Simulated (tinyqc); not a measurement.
X-ray reflectivity of a thin film on silicon: critical angles, Parratt recursion, fringes and roughness: one step, computed by the program tinyqc.

n = 1 - delta + i beta; the classical electron radius is r_e = 2.8179403e-6 nm. Layer 0 is vacuum, 1 the film, 2 the substrate.

Question. Fringe period, contrast and decay. Far above the critical angle the period is d theta = lambda/(2 d), or 2 pi/d in q; the envelope runs between (|r_01| - |r_12 p|)^2 and (|r_01| + |r_12 p|)^2; contrast = 2 a b/(a^2 + b^2) with a = |r_01|, b = |r_12 p|; roughness factors on the amplitudes are about exp(-q^2 sigma^2/2).

Inputs (values chosen for the exercise, modelled on copper on silicon, copper K-alpha radiation):
```
quantity                              value  unit
wavelength lambda                   0.15406    nm
film thickness d                       51.1    nm
roughness of the surface sigma_1       0.25    nm
roughness of the interface sigma_2     0.68    nm
```

1000 r_01 = 8.943919-0.202297i

1000 r_12 = -1.451731+0.033896i

p = 0.5188874-0.7751439i

q = 4 pi sin(theta)/lambda = 2.747088 1/nm

Give: period in theta; period in q; contrast; roughness factor, surface; roughness factor, interface.

Answer.

period in theta = 0.086370 degrees

period in q = 0.12296 1/nm

contrast = 0.29603

roughness factor, surface = 0.78992

roughness factor, interface = 0.17469
